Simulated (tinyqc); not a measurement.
# Inputs raised by 2 %, one at a time

Model: global model of a low-pressure process discharge: electron temperature, density, ion flux and ion energy. Computed by tinyqc, a small Python program. Command: `OMP_NUM_THREADS=1 python tinyqc.py 3113531 3113532 out.jsonl plasma sens`. One thread of a shared host (Intel(R) Xeon(R) Processor @ 2.30GHz), about 0.01 s of CPU time with the checks.

Maxwellian electrons with temperature T_e in eV, one positive ion, no negative ions, uniform bulk density n; rate constants have the Arrhenius form.

Inputs (values chosen for the exercise, of the order of those of an inductive discharge in a simple atomic gas):
```
quantity                          value   unit
ion mass M                           19      u
ionisation prefactor K0         5.5e-14  m^3/s
ionisation energy E_iz             15.4     eV
excitation prefactor X0         2.2e-14  m^3/s
excitation energy E_ex             11.3     eV
elastic rate constant K_el      1.8e-13  m^3/s
ion-neutral cross section       8.3e-19    m^2
pressure p                          2.3     Pa
gas temperature T_g                 300      K
radius R                             21     cm
height L                             16     cm
absorbed power P                    610      W
bias power P_b                       22      W
radius of the biased electrode      7.5     cm
bias frequency                      0.4    MHz
```

Constants: k_B = 1.380649e-23 J/K; e = 1.602176634e-19 C; u = 1.6605390666e-27 kg; m_0 = 9.1093837015e-31 kg; eps_0 = 8.8541878128e-12 F/m.

Method:
- n_g = p/(k_B T_g); lambda_i = 1/(n_g sigma); h_L = 0.86/sqrt(3 + L/(2 lambda_i)), h_R = 0.8/sqrt(4 + R/lambda_i); A_eff = 2 pi R^2 h_L + 2 pi R L h_R; d_eff = pi R^2 L/A_eff.
- Particle balance: K0 exp(-E_iz/T_e) n_g d_eff = u_B, u_B = sqrt(e T_e/M).
- Root found by bracketing.
- E_c = E_iz + (X0 exp(-E_ex/T_e) E_ex + K_el (3 m_0/M) T_e)/K_iz; wall potential V_s = (T_e/2) ln(M/(2 pi m_0)); E_T = E_c + 2 T_e + T_e/2 + V_s; n = P/(e u_B A_eff E_T); ion current density J = e h_L n u_B; ionised share n/n_g.
- All bias power goes to ions: V_b = P_b/(J pi r^2). Debye length at the sheath edge lambda_D = sqrt(eps_0 T_e/(e h_L n)); Child-law sheath s = (sqrt2/3) lambda_D (2 V/T_e)^(3/4), V = V_b + V_s; ion transit time tau_i = 3 s sqrt(M/(2 e V)); collisions in the sheath s/lambda_i.

Runs:
```
input moved                         from         to  T_e (eV)  ion current density J (mA/cm^2)  bias voltage V_b (V)  sheath width s (mm)
base run                               -          -     1.854                            2.133                 58.37               0.5638
ionisation energy E_iz (eV)         15.4     15.708     1.894                            1.975                 63.03               0.6175
excitation prefactor X0 (m^3/s)  2.2e-14  2.244e-14     1.854                            2.108                 59.05               0.5714
pressure p (Pa)                      2.3      2.346     1.847                            2.123                 58.65               0.5668
radius R (cm)                         21      21.42     1.852                            2.065                 60.28               0.5852
height L (cm)                         16      16.32     1.850                            2.106                 59.10               0.5718
absorbed power P (W)                 610      622.2     1.854                            2.175                 57.23               0.5510
bias power P_b (W)                    22      22.44     1.854                            2.133                 59.54               0.5712
```

Exponents ln(y'/y) / ln(x'/x):
```
input                       T_e  ion current density J  bias voltage V_b  sheath width s
ionisation energy E_iz    1.064                 -3.877             3.877           4.598
excitation prefactor X0   0.000                 -0.580             0.580           0.673
pressure p               -0.188                 -0.244             0.244           0.266
radius R                 -0.058                 -1.625             1.625           1.881
height L                 -0.129                 -0.626             0.626           0.715
absorbed power P          0.000                  1.000            -1.000          -1.159
bias power P_b            0.000                  0.000             1.000           0.661
```

Among the inputs moved here: T_e answers most in size to ionisation energy E_iz (exponent +1.064), next to pressure p (-0.188); its exponent is below 0.0005 for excitation prefactor X0, absorbed power P, bias power P_b. Its exponent 0.000 in absorbed power P: T_e follows from the particle balance. ion current density J answers most in size to ionisation energy E_iz (exponent -3.877), next to radius R (-1.625); its exponent is below 0.0005 for bias power P_b. Bias voltage V_b answers most in size to ionisation energy E_iz (exponent +3.877), next to radius R (+1.625). Its exponent -1.000 in absorbed power P: more ions share the bias power. Sheath width s answers most in size to ionisation energy E_iz (exponent +4.598), next to radius R (+1.881).

Caution (all rows): at so short an ion path the formulas for h_L and h_R give way to the ambipolar-diffusion limit.
